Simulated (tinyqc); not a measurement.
Energy relaxation with and without hot phonons: decay of LO phonons and the hot-phonon bottleneck in the cooling of electrons. Computed by tinyqc, a small Python program. Command: `OMP_NUM_THREADS=1 python tinyqc.py 3012132 3012133 out.jsonl hotphonon walk`. One thread of a shared host (Intel(R) Xeon(R) Processor @ 2.30GHz), about 0.01 s of CPU time with the checks.

n(E, T) = 1/(exp(E/(k_B T)) - 1) is the Bose occupation. Electrons have a temperature T_e; the LO modes within their reach share one occupation N; the decay products stay at the lattice temperature.

Inputs (values chosen for the exercise, modelled on gallium oxide):
```
quantity                                             value    unit
LO energy hbar omega                                  45.1     meV
lifetime at T = 0, tau_0                               1.9      ps
share f of the energy in the softer product           0.36       -
lattice temperature T                                  250       K
electron mass m*                                     0.285     m_0
eps_inf                                               3.71       -
static dielectric constant eps_s                      10.3       -
electron density n                                 3.1e+18  1/cm^3
density of LO modes that the electrons reach, N_m  9.8e+19  1/cm^3
```

Decay channel: two unequal phonons (Ridley).

Constants: k_B = 8.617333262e-05 eV/K; c = 299792458 m/s; e^2/(4 pi eps_0) = 14.39964548 eV angstrom; hbar^2/(2 m_0) = 3.80998212 eV angstrom^2; hbar = 6.582119569e-16 eV s; e = 1.602176634e-19 C; k_B = 1.380649e-23 J/K.

Method:
- Decay rate 1/tau = (1/tau_0) [1 + n(f hbar omega) + n((1 - f) hbar omega)].
- Full width Gamma = 1/(2 pi c tau) in 1/cm, c in cm/s.
- Froehlich coupling alpha = (e^2/(4 pi eps_0)) (1/eps_inf - 1/eps_s) k_0/(2 hbar omega), k_0 = sqrt(m* hbar omega/(hbar^2/(2 m_0))); emission time tau_sp = hbar/(2 alpha hbar omega); bottleneck ratio r = (n/N_m) tau/tau_sp.
- Net emission per electron: [(N + 1) x - N]/tau_sp with x = exp(-hbar omega/(k_B T_e)), a simple two-level balance; steady state of the modes: n [(N + 1) x - N]/tau_sp = N_m (N - N_0)/tau; power per electron P = hbar omega [(N + 1) x - N]/tau_sp.
- P(T_e) = (hbar omega/tau_sp) [(N_0 + 1) x - N_0]/[1 + r (1 - x)], and r = 0 without hot phonons; energy relaxation time tau_E = (3/2) k_B (T_e - T)/P.

emission time tau_sp = 4.56342 fs

equilibrium LO occupation N_0 = 0.140590

bottleneck ratio r = 5.86936

phonon lifetime tau = 0.846731 ps

Cooling:
```
T_e (K)  P, cold phonons (nW)  P, hot phonons (nW)   ratio  tau_E (ps)        N
280                    55.975               9.3855  5.9640    0.066197  0.17538
330                    147.18               25.968  5.6676    0.063800  0.23685
400                    265.47               50.248  5.2832    0.061823  0.32685
550                    474.76               103.14  4.6030    0.060237  0.52291
750                    676.20               171.26  3.9484    0.060463  0.77541
1050                   874.51               264.69  3.3039    0.062592   1.1217
1550                   1065.9               397.44  2.6819    0.067741   1.6138
2250                   1208.6               544.89  2.2181    0.076015   2.1603
```

What does the comparison show, and why?

Reabsorption cuts the loss by a factor 5.96 at the lowest T_e and 2.22 at the highest; the factor is 1 + r (1 - x) with r = 5.87. tau_E runs from 0.066 to 0.076 ps, with its shortest value, 0.060 ps, at T_e = 550 K, against tau_sp = 4.6 fs and a phonon lifetime of 0.85 ps. For r (1 - x) much above 1 the loss tends to hbar omega (N_m/n)(n(hbar omega, T_e) - N_0)/tau, in which tau_sp no longer appears. Pauli blocking is left out, as are upper valleys and non-parabolic bands, which can matter above about 1000 K. Caution: alpha is above 1/2, so hbar/tau_sp exceeds hbar omega and the emission time, a weak-coupling result, is only rough.

Extremes, crossings and ranges named in words are read from the listed rows.
